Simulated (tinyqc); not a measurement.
Undoped symmetric double-gate MOSFET, analytic potential model: one step of the calculation.

An undoped body of thickness ts between two equal insulators and tied gates; long channel, electrons only, n = ni exp((psi - V)/Vt) with V the quasi-Fermi potential (0 at the source, Vd at the drain), constant mobility, no quantisation. Across the body psi(x) = V - 2 Vt ln[(ts/(2 beta)) sqrt(q ni/(2 eps0 eps_r Vt)) cos(2 beta x/ts)], x from the centre. Q is the electron charge per area of the whole body.

Task. Potential and electron density across the body at the source. psi(x) as above with V = 0 and beta = beta_s; n = ni exp(psi/Vt).

Parameters, values chosen for the exercise; material values those of a made-up semiconductor:
```
symbol    value   unit                                     meaning
T           300      K                                 temperature
eps_r      8.96         relative permittivity of the semiconductor
Nc      2.84e19  cm^-3      conduction-band density of states at T
ts           20     nm                              body thickness
```

Constants: q = 1.602176634e-19 C, kB = 1.380649e-23 J/K, Vt = kB T/q, eps0 = 8.8541878128e-14 F/cm where lengths are in cm. Results are converted to the units shown.

| point | x/ts |
|---|---|
| 0 | 0 |
| 1 | 0.1 |
| 2 | 0.2 |
| 3 | 0.3 |
| 4 | 0.4 |
| 5 | 0.45 |
| 6 | 0.5 |

beta_s = 1.4966243
ni = 1.3236497e9 cm^-3

Wanted: psi; n.

Result.

| point | psi (V) | n (cm^-3) |
|---|---|---|
| 0 | 0.51411 | 5.7345e17 |
| 1 | 0.51646 | 6.2806e17 |
| 2 | 0.52399 | 8.4030e17 |
| 3 | 0.53856 | 1.4765e18 |
| 4 | 0.56624 | 4.3074e18 |
| 5 | 0.59194 | 1.1639e19 |
| 6 | 0.64866 | 1.0443e20 |

The density at the surface is 182 times that at the centre (1/cos^2 beta). It reaches 3.7 Nc, where Boltzmann statistics overestimate it.

tinyqc, about 0.03 s, one thread, Intel Xeon 2.30GHz (shared host): `OMP_NUM_THREADS=1 python tinyqc.py 2440133 2440134 out.jsonl`
